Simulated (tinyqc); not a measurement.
# Gated graphene, quantum capacitance: effect of the gate voltage

phi is the Fermi level above the Dirac point, in volts; Vg is counted from the gate voltage of charge neutrality. Ideal linear bands, no charge puddles.

N0 = (2/pi)(kB T/(hbar vF))^2; n = N0 F1(phi/Vt), p = N0 F1(-phi/Vt), F1(e) = int_0^infinity u du/(1 + exp(u - e)) = -Li2(-exp(e)); Cq = q d(n - p)/dphi = (q N0/Vt) ln[2 (1 + cosh(phi/Vt))]. Cox = eps0 eox/tox; Vg = phi + q (n - p + Dit phi)/Cox. 1/C_G = 1/Cox + 1/(Cq + q Dit); dphi/dVg = Cox/(Cox + Cq + q Dit).

Parameters, values chosen for the exercise; values close to those of graphene:
- T = 77 K (temperature)
- eox = 7.47 (relative permittivity of the gate insulator (close to silicon nitride))
- tox = 15 nm (insulator thickness)
- vF = 1.12e6 m/s (Fermi velocity)
- Dit = 0 cm^-2 eV^-1 (density of traps)

Constants: q = 1.602176634e-19 C, kB = 1.380649e-23 J/K, hbar = 1.054571817e-34 J s, Vt = kB T/q, eps0 = 8.8541878128e-14 F/cm where lengths are in cm. Results are converted to the units shown.

The same in every row: Cox (uF/cm^2) = 0.44094.

Result of one run:

| Vg (V) | phi (V) | n - p (cm^-2) | Cq (uF/cm^2) | C_G (uF/cm^2) | dphi/dVg | n + p (cm^-2) |
|---|---|---|---|---|---|---|
| 0.2 | 0.075525 | 3.4257e11 | 1.4175 | 0.33632 | 0.23727 | 3.4257e11 |

What becomes of these results when the gate voltage Vg is changed from 0.2 to -0.3 V, all else the same?

Result of the changed run:

| Vg (V) | phi (V) | n - p (cm^-2) | Cq (uF/cm^2) | C_G (uF/cm^2) | dphi/dVg | n + p (cm^-2) |
|---|---|---|---|---|---|---|
| -0.3 | -0.096936 | -5.5886e11 | 1.8193 | 0.35492 | 0.19508 | 5.5886e11 |

The whole series:

| Vg (V) | phi (V) | n - p (cm^-2) | Cq (uF/cm^2) | C_G (uF/cm^2) | dphi/dVg | n + p (cm^-2) |
|---|---|---|---|---|---|---|
| -0.3 | -0.096936 | -5.5886e11 | 1.8193 | 0.35492 | 0.19508 | 5.5886e11 |
| -0.13 | -0.057225 | -2.0029e11 | 1.0741 | 0.31260 | 0.29105 | 2.0029e11 |
| 0.03 | 0.019241 | 2.9609e10 | 0.37447 | 0.20250 | 0.54076 | 3.0169e10 |
| 0.2 | 0.075525 | 3.4257e11 | 1.4175 | 0.33632 | 0.23727 | 3.4257e11 |
| 0.37 | 0.10990 | 7.1584e11 | 2.0625 | 0.36328 | 0.17613 | 7.1584e11 |
| 0.53 | 0.13560 | 1.0854e12 | 2.5450 | 0.37582 | 0.14767 | 1.0854e12 |
| 0.7 | 0.15899 | 1.4889e12 | 2.9839 | 0.38417 | 0.12875 | 1.4889e12 |
| 0.87 | 0.17970 | 1.8998e12 | 3.3726 | 0.38996 | 0.11562 | 1.8998e12 |
| 1.03 | 0.19742 | 2.2914e12 | 3.7053 | 0.39405 | 0.10635 | 2.2914e12 |
| 1.2 | 0.21482 | 2.7113e12 | 4.0317 | 0.39747 | 0.098585 | 2.7113e12 |

As Vg goes from -0.3 to 1.2, Cq goes from 1.82 through a minimum of 0.374 (at Vg = 0.03 among the rows listed) to 4.03 uF/cm^2, C_G/Cox goes from 0.805 through a minimum of 0.459 (at Vg = 0.03 among the rows listed) to 0.901 and n - p rises from -5.59e11 to 2.71e12 cm^-2. Cq is below Cox for Vg = 0.03; there the density of states limits the response dn/dVg more than the insulator does. At neutrality Cq is (q N0/Vt) ln 4 = 0.173 uF/cm^2, and far from it Cq grows as |phi|.

tinyqc, about 0.01 s, one thread, Intel Xeon 2.30GHz (shared host): `OMP_NUM_THREADS=1 python tinyqc.py 2200012 2200013 out.jsonl`
